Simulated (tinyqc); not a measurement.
# Worked calculation: tunnelling through a two-layer gate stack, WKB transmission and Tsu-Esaki current

Computed by the program tinyqc: `OMP_NUM_THREADS=1 python tinyqc.py 2540153 2540154 out.jsonl`, one thread of a shared Intel Xeon 2.30GHz, about 0.06 s for the whole run. Printed values are rounded.

Electrons leave the emitter at x = 0. Energies E (motion across the layers) are in eV from the emitter Fermi level; the collector Fermi level lies at -V and offers states at every E. No charge in the dielectric and no image force: F1 = V/(t1 + t2 eps1/eps2), F2 = F1 eps1/eps2; U = phi1 - F1 x in layer 1 and phi2 - F1 t1 - F2 (x - t1) in layer 2. With C = hbar^2/(2 m0), kappa = sqrt(m (U - E)/C) where U > E and 0 elsewhere; T(E) = exp(-S), S = 2 times the integral of kappa over x.

Parameters, values chosen for the exercise; layer 1 close to silicon nitride, layer 2 close to aluminium oxide:
- T = 400 K (temperature)
- Ef = 1.7 eV (Fermi energy of the emitter above its band bottom)
- me = 0.73 m0 (emitter mass in the supply function)
- phi1 = 2.16 eV (barrier of layer 1 above the emitter Fermi level at zero bias)
- m1 = 0.48 m0 (tunnelling mass of layer 1)
- t1 = 0.5 nm (thickness of layer 1)
- eps1 = 7.55 (relative permittivity of layer 1)
- phi2 = 2.67 eV (barrier of layer 2 at zero bias)
- m2 = 0.4 m0 (tunnelling mass of layer 2)
- t2 = 1.5 nm (thickness of layer 2)
- eps2 = 8.63 (relative permittivity of layer 2)
- V = 1.6 V (voltage across the dielectric)
- E = 0.16 eV (energy of the electron followed)
- nc = 6 (cells in each layer)
- Ea = -1.4 eV (lower end of the energy grid)
- Eb = 0.38 eV (upper end of the energy grid)
- nE = 15 (points of the energy grid)

Constants: q = 1.602176634e-19 C, kB = 1.380649e-23 J/K, hbar = 1.054571817e-34 J s, m0 = 9.1093837015e-31 kg, Vt = kB T/q, hbar^2/(2 m0) = 0.0380998212 eV nm^2. Results are converted to the units shown.

Range of the model: A layer thinner than 0.8 nm holds only a few atomic planes, where an effective mass is a rough description.

## Fields and band edges

F1 = V/(t1 + t2 eps1/eps2), F2 = F1 eps1/eps2; U = phi1 - F1 x in layer 1 and phi2 - F1 t1 - F2 (x - t1) in layer 2. EOT = 3.9 (t1/eps1 + t2/eps2).

F1 = 8.828645 MV/cm
F2 = 7.723785 MV/cm
U at the end of layer 1 = 1.718568 eV
U at the start of layer 2 = 2.228568 eV
U at the end of layer 2 = 1.07 eV
EOT = 0.9361460 nm

## WKB exponent by the midpoint rule

Cut each layer into nc equal cells, take U and kappa at the cell centres, and sum S = 2 sum kappa h.

```
cell    x (nm)    U (eV)  kappa (1/nm)
0     0.041667  2.123214      4.973281
1     0.125000  2.049642      4.879203
2     0.208333  1.976070      4.783276
3     0.291667  1.902498      4.685385
4     0.375000  1.828926      4.585405
5     0.458333  1.755354      4.483195
6     0.625000  2.132020      4.550135
7     0.875000  1.938926      4.321629
8     1.125000  1.745831      4.080346
9     1.375000  1.552737      3.823869
10    1.625000  1.359642      3.548905
11    1.875000  1.166547      3.250765
```

S = 16.51945
T(E) = 6.694139e-8

## WKB exponent in closed form

Each layer adds (2/F) sqrt(m/C) [G(u at its left edge) - G(u at its right edge)] to S, with u = U - E (0 where negative) and G(u) = (2/3) u^1.5. The slope follows from 1/d = -dS/dE.

S = 16.51707
T(E) = 6.710089e-8
energy d over which T(E) grows by a factor e = 0.18531 eV

The midpoint rule gives S = 16.519, so its T(E) is 0.24 % below this value. The band edge stays above E through the whole stack: direct tunnelling through a trapezoid.

## Current density on a coarse energy grid

J = J0 times the integral of T(E) N(E) dE, N = ln[(1 + exp(-E/Vt))/(1 + exp((-E - V)/Vt))], J0 = q^2 me m0 kB T/(2 pi^2 hbar^3) (times 1e-4 for A/cm^2 per eV), by Simpson's rule on nE equally spaced points from Ea to Eb.

```
point     E (eV)          T(E)            N        T(E) N
0      -1.400000  6.652606e-11     40.61280   2.701810e-9
1      -1.272857  1.079534e-10     36.92716   3.986413e-9
2      -1.145714  1.770399e-10     33.23865   5.884568e-9
3      -1.018571  2.936399e-10     29.55008   8.677082e-9
4      -0.891429  4.929773e-10     25.86150   1.274913e-8
5      -0.764286  8.385169e-10     22.17292   1.859237e-8
6      -0.637143   1.446543e-9     18.48434   2.673838e-8
7      -0.510000   2.534044e-9     14.79576   3.749311e-8
8      -0.382857   4.514113e-9     11.10720   5.013914e-8
9      -0.255714   8.190698e-9     7.419202   6.076845e-8
10     -0.128571   1.516716e-8     3.753733   5.693348e-8
11     -0.001429   2.872992e-8    0.7140842   2.051558e-8
12      0.125714   5.582677e-8   0.02573180   1.436523e-9
13      0.252857   1.116754e-7  6.516265e-4  7.277063e-11
14      0.380000   2.310068e-7  1.630073e-5  3.765581e-12
```

J0 = 4.072093e8 A/(cm^2 eV)
J = 15.72008 A/cm^2

The integrand peaks at E = -0.256 eV among these points. A converged quadrature from -Ef to above the barrier gives 16.04 A/cm^2; this grid is 2.0 % below that.
